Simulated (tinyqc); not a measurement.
## Sneak resistance and off state from two reads

Question. A cell Rc in parallel with a sneak path Rsn = K Ron [2/(N - 1) + 1/(N - 1)^2], N = 16, is read through a sense resistor Ron: Vout = Vr Ron/(Ron + Rc Rsn/(Rc + Rsn)). In the low state Rc = Ron. Find Rsn, K and Roff.

Values chosen for this exercise:
- Ron = 10 kohm (resistance of the low state)
- Vr = 0.2 V (read voltage)

Vout with the selected cell low and high (mV): [103.501946, 15.2562574]

Answer. Each read gives the parallel resistance; the first yields Rsn, the second then Roff.

Rsn = 137.8 kohm
K = 100.0
Roff = 1000 kohm

Program tinyqc, `OMP_NUM_THREADS=1 python tinyqc.py 2880010 2880011 out.jsonl`; Intel Xeon 2.30GHz, shared host, one thread, about 0.01 s.
